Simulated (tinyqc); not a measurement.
Resistance of a tapered via with liner, size effect and interface: via resistance against the sidewall angle.

A round via whose diameter grows from db at the bottom as D(z) = db + 2 z/tan(ang). The fill, of diameter D - 2 tl, starts above the bottom liner (thickness fb tl) and has rho = rho0 (1 + ks lam/(D - 2 tl)); the sidewall liner conducts in parallel with it. The bottom liner and the interface are crossed over the full area pi db^2/4. Spreading in the lines above and below is left out.

Slices between z0 = fb tl and hv, evaluated at their midpoints: conductance per length pi/4 [(D - 2 tl)^2/rho + (D^2 - (D - 2 tl)^2)/rl], slice resistance = slice height over that. 2000 slices. R_fill = sum of the slices; R_bottom = rl fb tl/(pi db^2/4); R_interface = ri/(pi db^2/4); ballistic (Sharvin) limit 1/(Sb pi (db - 2 tl)^2/4); ideal cylinder rho0 hv/(pi db^2/4).

Values chosen for this exercise; fill metal close to cobalt: diameter at the bottom db = 30 nm; height hv = 40 nm; bulk resistivity of the fill rho0 = 6.2 uohm cm; mean free path of the fill lam = 11.5 nm; size-effect factor ks = 0.9; liner on the sidewall tl = 1.5 nm; liner at the bottom over that on the sidewall fb = 0.7; resistivity of the liner rl = 420 uohm cm; interface resistivity at the bottom ri = 1.1e-12 ohm cm^2; ballistic conductance per area, about 3/(4 rho0 lam) Sb = 1e15 S/m^2.

The same in every row: R_bottom (ohm) = 6.239; R_interface (ohm) = 0.1556; ballistic limit (ohm) = 1.747.

Result of one run:

| R_fill (ohm) | R (ohm) | R over ideal cylinder | largest part |
|---|---|---|---|
| 3.888 | 10.28 | 2.931 | bottom liner |

Which sidewall angle ang gave this result: 90, 89, 87, 84 or 82 degrees?

ang = 82 degrees.

The whole series:

| ang (degrees) | R_fill (ohm) | R (ohm) | R over ideal cylinder | largest part |
|---|---|---|---|---|
| 90 | 5.807 | 12.20 | 3.478 | bottom liner |
| 89 | 5.476 | 11.87 | 3.383 | bottom liner |
| 88 | 5.179 | 11.57 | 3.299 | bottom liner |
| 87 | 4.912 | 11.31 | 3.223 | bottom liner |
| 86 | 4.669 | 11.06 | 3.153 | bottom liner |
| 84 | 4.246 | 10.64 | 3.033 | bottom liner |
| 82 | 3.888 | 10.28 | 2.931 | bottom liner |

R falls from 12.2 to 10.3 ohm. The bottom liner is the largest part at ang = 90 and in all other rows. The share of the two bottom terms goes from 52.4 to 62.2 %.

Computed by the program tinyqc: `OMP_NUM_THREADS=1 python tinyqc.py 2750183 2750184 out.jsonl`, one thread of a shared Intel Xeon 2.30GHz, about 0.01 s for the whole run.
